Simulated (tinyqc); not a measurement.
Inside a calculation. Model: global model of a low-pressure process discharge: electron temperature, density, ion flux and ion energy. Computed by tinyqc, a small Python program that keeps every step. Command: `OMP_NUM_THREADS=1 python tinyqc.py 3112663 3112664 out.jsonl plasma walk`. One thread of a shared host (Intel(R) Xeon(R) Processor @ 2.30GHz), about 0.01 s of CPU time with the checks. Intermediate numbers are printed to about 6 digits and carried at full precision; extremes and crossings named in words are read from the listed rows.

Maxwellian electrons with temperature T_e in eV, one positive ion, no negative ions, uniform bulk density n; rate constants have the Arrhenius form.

Inputs (values chosen for the exercise, of the order of those of an inductive discharge in a simple atomic gas):
```
quantity                          value   unit
ion mass M                         35.5      u
ionisation prefactor K0           3e-14  m^3/s
ionisation energy E_iz             15.3     eV
excitation prefactor X0         1.6e-14  m^3/s
excitation energy E_ex             9.02     eV
elastic rate constant K_el      5.5e-14  m^3/s
ion-neutral cross section       6.8e-19    m^2
pressure p                          3.1     Pa
gas temperature T_g                 500      K
radius R                             24     cm
height L                             12     cm
absorbed power P                   1400      W
bias power P_b                       42      W
radius of the biased electrode        5     cm
bias frequency                       60    MHz
mixing                              0.2      -
```

Constants: k_B = 1.380649e-23 J/K; e = 1.602176634e-19 C; u = 1.6605390666e-27 kg; m_0 = 9.1093837015e-31 kg; eps_0 = 8.8541878128e-12 F/m.

## Geometry factors

n_g = p/(k_B T_g); lambda_i = 1/(n_g sigma); h_L = 0.86/sqrt(3 + L/(2 lambda_i)), h_R = 0.8/sqrt(4 + R/lambda_i); A_eff = 2 pi R^2 h_L + 2 pi R L h_R; d_eff = pi R^2 L/A_eff.

gas density n_g = 4.49064e+20 1/m^3

ion mean free path = 0.327478 cm

h_L = 0.186246

h_R = 0.0909989

A_eff = 838.712 cm^2

d_eff = 25.8905 cm

## A fixed-point cycle for T_e

Particle balance: K0 exp(-E_iz/T_e) n_g d_eff = u_B, u_B = sqrt(e T_e/M). Cycle: T_out = T sqrt(loss/creation) with loss/creation = u_B/(K0 exp(-E_iz/T) n_g d_eff); T -> T + mixing (T_out - T), kept between 0.3 and 60 eV, from 3 eV; stop at |T_out - T| < 1e-9 eV or after 60 steps.

Course:
```
step   T (eV)  T_out (eV)  residual (eV)
0     3.00000     1.09932   -1.90068e+00
1     2.61986     1.34357   -1.27629e+00
2     2.36461     1.61997   -7.44640e-01
3     2.21568     1.85623   -3.59452e-01
4     2.14379     1.99990   -1.43886e-01
5     2.11501     2.06423   -5.07792e-02
6     2.10485     2.08797   -1.68830e-02
...       ...         ...            ...
15    2.09986     2.09986   -6.27984e-07
16    2.09986     2.09986   -2.01821e-07
17    2.09986     2.09986   -6.48613e-08
18    2.09986     2.09986   -2.08451e-08
19    2.09986     2.09986   -6.69918e-09
20    2.09986     2.09986   -2.15298e-09
21    2.09986     2.09986   -6.91923e-10
```

last residual = 6.91923e-10 eV

Converged in 22 steps.

## Electron temperature

Root found by bracketing.

T_e = 2.09986 eV

Bohm velocity u_B = 2388.97 m/s

K_iz = 2.05477e-17 m^3/s

## Energy per pair and density

E_c = E_iz + (X0 exp(-E_ex/T_e) E_ex + K_el (3 m_0/M) T_e)/K_iz; wall potential V_s = (T_e/2) ln(M/(2 pi m_0)); E_T = E_c + 2 T_e + T_e/2 + V_s; n = P/(e u_B A_eff E_T); ion current density J = e h_L n u_B; ionised share n/n_g.

collisional loss per pair E_c = 111.289 eV

wall potential V_s = 9.70117 V

E_T = 126.240 eV

plasma density n = 3.45460e+11 1/cm^3

ion current density J = 2.46267 mA/cm^2

ionised share = 7.69288e-04

Collisions take 88 % of the power and the walls the rest. T_e came from the particle balance alone; the power sets only n.

## Biased electrode

All bias power goes to ions: V_b = P_b/(J pi r^2). Debye length at the sheath edge lambda_D = sqrt(eps_0 T_e/(e h_L n)); Child-law sheath s = (sqrt2/3) lambda_D (2 V/T_e)^(3/4), V = V_b + V_s; ion transit time tau_i = 3 s sqrt(M/(2 e V)); collisions in the sheath s/lambda_i.

bias voltage V_b = 217.147 V

lambda_D = 42.4690 micrometre

sheath width s = 1.12823 mm

ion transit time = 96.3873 ns

transit time over bias period = 5.78324

s/lambda_i = 0.344520

Ions take many periods to cross and see the mean voltage: a narrow energy distribution.

## Pressure series at fixed power

n_g = p/(k_B T_g), lambda_i = 1/(n_g sigma), K_iz = K0 exp(-E_iz/T_e), h_L = 0.86/sqrt(3 + L/(2 lambda_i)), h_R = 0.8/sqrt(4 + R/lambda_i), A_eff = 2 pi R^2 h_L + 2 pi R L h_R and d_eff = pi R^2 L/A_eff follow p. E_c = E_iz + (X0 exp(-E_ex/T_e) E_ex + K_el (3 m_0/M) T_e)/K_iz; E_T = E_c + (5/2) T_e + (T_e/2) ln(M/(2 pi m_0)); n = P/(e u_B A_eff E_T); J = e h_L n u_B. Pressures without a root below 2 E_iz are left out.

Against pressure:
```
p (Pa)  T_e (eV)  E_c (eV)  E_T (eV)   n (1/cm^3)  J (mA/cm^2)
0.1      6.63758    27.697    74.956  1.23841e+11      3.82460
0.2      4.67930    33.721    67.037  1.81666e+11      4.36510
0.5      3.35765    46.551    70.458  2.50424e+11      4.27142
1.0      2.74768    62.656    82.219  2.95064e+11      3.72203
2.0      2.31362    88.063   104.536  3.29834e+11      2.96030
5.0      1.90591   145.577   159.147  3.56611e+11      1.96014
10.0     1.67948   218.961   230.919  3.62704e+11      1.35491
20.0     1.50069   334.660   345.345  3.58980e+11      0.90736
```

T_e falls from 6.64 to 1.50 eV, n changes by a factor 2.9 and J by 0.24; in J = P h_L/(A_eff E_T), E_T changes by a factor 4.61 and is least at 0.2 Pa, between wall losses at high T_e and excitation losses at low T_e.

Checks made by the program: cycle against bracketing (relative difference below 1e-10).
